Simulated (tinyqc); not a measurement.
Changing the silicon available t_Si: thermodynamics of metal silicides: hull, first phase, silicon consumed, nucleation and stability against SiO2. Computed by tinyqc, a small Python program. Command: `OMP_NUM_THREADS=1 python tinyqc.py 3031054 3031055 out.jsonl silphase sweep`. One thread of a shared host (Intel(R) Xeon(R) Processor @ 2.30GHz), about 0.01 s of CPU time with the checks.

Entropies of formation of the solids are neglected, so heats stand for free energies. Si fractions: M2Si 0.3333, MSi 0.5000, MSi2 0.6667.

Inputs (values chosen for the exercise, of the order of those of cobalt silicides for heats and volumes only):
```
quantity                   value          unit
heat of formation of M2Si  -38.5  kJ/mol atoms
heat of formation of MSi   -47.3  kJ/mol atoms
heat of formation of MSi2  -33.4  kJ/mol atoms
molar volume of M           6.67      cm^3/mol
molar volume of Si         12.06      cm^3/mol
metal thickness t             11            nm
```

Phases: M2Si, MSi, MSi2.

Method. A phase is stable if it lies below every straight line between a phase on its left and one on its right (M and Si at zero). Distance = its heat less the lowest such line, negative for a stable phase. Overall Si fraction x0 = (t_Si/V_Si)/(t_Si/V_Si + t/V_M). In equilibrium the two stable phases that bracket x0 share the atoms by the lever rule.

One run for each value:
```
silicon available t_Si (nm)  overall Si fraction x0  share of atoms in the Si-richer phase
3.30                                        0.14231                                0.42693
9.07                                        0.31320                                0.93960
14.90                                       0.42830                                0.56977
20.60                                       0.50878                                0.05268
26.40                                       0.57033                                0.42198
32.20                                       0.61817                                0.70903
38.00                                       0.65643                                0.93857
43.70                                       0.68723                                0.06168
49.50                                       0.71337                                0.14011
```

Over the rows, overall Si fraction x0 rises from 0.142 to 0.713 (exponent d ln y / d ln x 0.78 between the first rows and 0.30 between the last); share of atoms in the Si-richer phase lies between 0.0527 and 0.940 without a single trend. The share restarts from zero each time x0 passes the composition of a stable phase.

Extremes, crossings and ranges named in words are read from the listed rows.
